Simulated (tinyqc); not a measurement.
## Depletion-mode phase shifter in a rib waveguide and its Mach-Zehnder modulator: effect of the junction offset towards the n side

A lateral p-n junction at x0 in a waveguide whose mode intensity is a Gaussian of rms width s about x = 0; p side at smaller x. Reverse bias removes carriers and raises the index. Abrupt junction, doping uniform over the whole mode, lumped electrode (no travelling-wave effects).

Free-carrier changes (empirical, N and P in cm^-3): |dn| = 8.5e-18 P^0.8 for holes, 8.8e-22 N for electrons; absorption 6e-18 P and 8.5e-18 N in 1/cm. W = sqrt(2 eps0 eps_r (Vb + V)(1/Na + 1/Nd)/q); edges xp = x0 - W Nd/(Na + Nd), xn = x0 + W Na/(Na + Nd); F(x) = [1 + erf(x/(sqrt(2) s))]/2. dneff = G {dn_h [F(xp(0)) - F(xp(V))] + dn_e [F(xn(V)) - F(xn(0))]}; VpiL = lam V/(2 dneff); loss = a0 + 4.343 G {a_h F(xp) + a_e [1 - F(xn)]} dB/cm at V; C = eps0 eps_r hr/W + Cf; fRC = 1/(2 pi Rs C).

Values chosen for this exercise; values close to those of silicon near 1550 nm: wavelength lam = 1550 nm; relative permittivity of the semiconductor eps_r = 11.7; acceptor density Na = 6.2e17 cm^-3; donor density Nd = 1.5e18 cm^-3; built-in voltage Vb = 0.87 V; rms width of the lateral mode intensity s = 150 nm; vertical confinement times ng/n G = 0.96; rib height hr = 310 nm; fringe capacitance Cf = 54 pF/m; series resistance Rs = 9.5 ohm mm; reverse bias V = 1 V; passive loss a0 = 1 dB/cm.

Constants: q = 1.602176634e-19 C, eps0 = 8.8541878128e-14 F/cm where lengths are in cm. Results are converted to the units shown.

The same in every row: C (pF/m) = 486.54; fRC (GHz) = 34.434.

Results:
```
x0 (nm),dneff,VpiL (V cm),loss (dB/cm),VpiL x loss (V dB)
-150,4.2698e-5,1.8151,45.100,81.860
-105,5.7559e-5,1.3464,41.053,55.276
-15,8.0692e-5,0.96045,31.691,30.437
30,8.3891e-5,0.92382,27.239,25.164
75,7.9958e-5,0.96926,23.475,22.753
120,6.9854e-5,1.1095,20.611,22.867
165,5.5927e-5,1.3857,18.661,25.859
```

Estimate the missing row, x0 = -60 nm.

Computed row:
```
x0 (nm),dneff,VpiL (V cm),loss (dB/cm),VpiL x loss (V dB)
-60,7.1166e-5,1.0890,36.448,39.692
```

With this row back in the table: As x0 goes from -150 to 165 nm, VpiL goes from 1.82 through a minimum of 0.924 (at x0 = 30 nm among the rows listed) to 1.39 V cm, the loss falls from 45.1 to 18.7 dB/cm, their product goes from 81.9 through a minimum of 22.8 (at x0 = 75 nm among the rows listed) to 25.9 V dB and fRC stays at 34.4 GHz. In the row of smallest VpiL the p-side edge moves from -5.83 to -22.5 nm and the n-side edge from 44.8 to 51.7 nm, against s = 150 nm.

tinyqc, about 0.01 s, one thread, Intel Xeon 2.30GHz (shared host): `OMP_NUM_THREADS=1 python tinyqc.py 2650116 2650117 out.jsonl`
